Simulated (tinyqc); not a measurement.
Landau coefficients from the transition.

Inverse problem. u = a0 (T - T0) P^2 + be P^4 + ga P^6 (P in uC/cm^2, E in kV/cm, u in mJ/cm^3). Above the transition chi = Cw/(T - T0) with Cw = 1/(2 eps0 a0); at TC = T0 + be^2/(4 a0 ga) the polarisation jumps by sqrt(-be/(2 ga)). Find a0, be and ga.

Parameters, values chosen for the exercise: Curie-Weiss temperature T0 = 600 K.

Constants: eps0 = 8.8541878128e-14 F/cm where lengths are in cm. Results are converted to the units shown.

TC = 606.533333 K
jump of P at TC = 37.4165739 uC/cm^2
Curie constant = 3.76469689e5 K

Answer. The Curie constant gives a0. At TC both u = 0 and du/dP = 0, which give ga = al/P^4 and be = -2 al/P^2 with al = a0 (TC - T0).

a0 = 0.0150 kV cm/(uC K)
be = -1.40e-4 kV cm^5/uC^3
ga = 5.00e-8 kV cm^9/uC^5

Numbers from tinyqc (`OMP_NUM_THREADS=1 python tinyqc.py 2860017 2860018 out.jsonl`; about 0.01 s on one thread of a shared Intel Xeon 2.30GHz).
